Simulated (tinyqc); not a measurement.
Changing the spring constant k_s: nudged elastic band on a two-dimensional model surface. Computed by tinyqc, a small Python program. Command: `OMP_NUM_THREADS=1 python tinyqc.py 3018108 3018109 out.jsonl neb sweep`. One thread of a shared host (Intel(R) Xeon(R) Processor @ 2.30GHz), about 0.3 s of CPU time with the checks.

V(x, y) = -A (cos kx + cos ky) - B cos kx cos ky + (C sin ky + S sin kx)(1 - cos kx), k = 2 pi/a; the atom hops from the minimum at (0, 0) to that at (a, 0).

Inputs (values chosen for the exercise, for a model surface):
```
quantity           value           unit
amplitude A         0.28             eV
amplitude B       -0.062             eV
skew C               0.1             eV
asymmetry S       -0.038             eV
period a             3.3       angstrom
movable images n       7              -
step factor eta     0.35  angstrom^2/eV
iteration cap        600              -
```

Surface: adatom on a square lattice. Climbing image: on.

Method:
- Newton steps x(new) = x - H^-1 grad V (moves limited to 0.3 angstrom) from (0, 0), (a, 0) and (a/2, 0) give the two minima and the saddle.
- Tangent at image i: towards the higher neighbour if the energies rise or fall through i; at a maximum or minimum, tau = t+ dmax + t- dmin if V(i+1) > V(i-1), else t+ dmin + t- dmax, with t+ = R(i+1) - R(i), t- = R(i) - R(i-1) and dmax, dmin the larger and smaller of |V(i+1) - V(i)| and |V(i-1) - V(i)|; then normalise. Force F = -grad V + (grad V.tau) tau + k_s (|t+| - |t-|) tau.
- With a climbing image, the highest image feels instead F = -grad V + 2 (grad V.tau) tau and no spring.
- Update R(new) = R + eta F; the end points stay fixed.
- Start on the straight line; stop when the largest force is below 1e-4 or above 1e6 eV/angstrom.

One run for each value:
```
spring constant k_s (eV/angstrom^2)  iterations  energy of the highest image (eV)
0.050                                       353                            0.3964
0.079                                       253                            0.3964
0.120                                       184                            0.3964
0.200                                       124                            0.3964
0.310                                        88                            0.3964
0.480                                        62                            0.3964
0.760                                        43                            0.3964
1.200                                        31                            0.3964
```

Over the rows, iterations falls from 353 to 31.0 (exponent d ln y / d ln x between -0.80 and -0.72). Nudging removes the spring force across the path, so the converged energy does not depend on k_s; the springs only set how fast the images space out.

Extremes, crossings and ranges named in words are read from the listed rows.
